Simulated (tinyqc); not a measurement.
Worked calculation: Hueckel theory of the pi electrons with the omega technique, for the molecule [CH2]c1cccc(Cl)c1 (SMILES; centres numbered as the heavy atoms are written). One step of it, computed by the program tinyqc.

Question. Energy, charges, bond orders. E = sum n x; q_r = z_r - P_rr; bond order p = P_rs; free valence = sqrt(3) - sum of p over the bonds of the atom.

final x values: 2.291678  2.005342  1.239291  0.964400  -0.003160  -1.013390  -1.266582  -2.107579

occupations: 2.000000  2.000000  2.000000  2.000000  1.000000  0.000000  0.000000  0.000000

final P, lower triangle:
```
,1C,2C,3C,4C,5C,6C,7Cl,8C
1C,1.001476
2C,0.634906,1.000748
3C,0.001074,0.522239,1.003682
4C,-0.112665,-0.000759,0.704570,1.001034
5C,-0.001783,-0.224370,-0.005273,0.635857,1.005136
6C,-0.111712,0.001567,-0.293090,0.001438,0.630787,0.993695
7Cl,0.016622,-0.008251,0.044879,-0.010603,-0.066841,0.114352,1.986831
8C,-0.002263,0.523208,-0.006298,-0.294036,0.008848,0.700433,-0.078415,1.007398
```

Centres:
```
centre,"z_r, pi electrons of the neutral centre",h
1C,1,0.000000
2C,1,0.000000
3C,1,0.000000
4C,1,0.000000
5C,1,0.000000
6C,1,0.000000
7Cl,2,2.110000
8C,1,0.000000
```

Bonds:
```
i,j,k
1,2,1
2,3,1
3,4,1
4,5,1
5,6,1
6,7,0.390000
6,8,1
8,2,1
```

Give: pi energy = 9 alpha + this times beta; pi charges; Bond orders and lengths from R = 1.517 - 0.180 p; free valence of the carbons; gap between the highest filled and the next level.

Answer.

pi energy = 9 alpha + this times beta = 12.998

pi charges: 1C -0.001, 2C -0.001, 3C -0.004, 4C -0.001, 5C -0.005, 6C 0.006, 7Cl 0.013, 8C -0.007

Bond orders and lengths from R = 1.517 - 0.180 p (angstrom, C-C alone):
```
bond,p,R
1-2,0.635,1.403
2-3,0.522,1.423
3-4,0.705,1.390
4-5,0.636,1.403
5-6,0.631,1.403
6-7,0.114,-
6-8,0.700,1.391
8-2,0.523,1.423
```

free valence of the carbons: 1C 1.097, 2C 0.052, 3C 0.505, 4C 0.392, 5C 0.465, 6C 0.286, 8C 0.508

gap between the highest filled and the next level = 1.010 |beta|
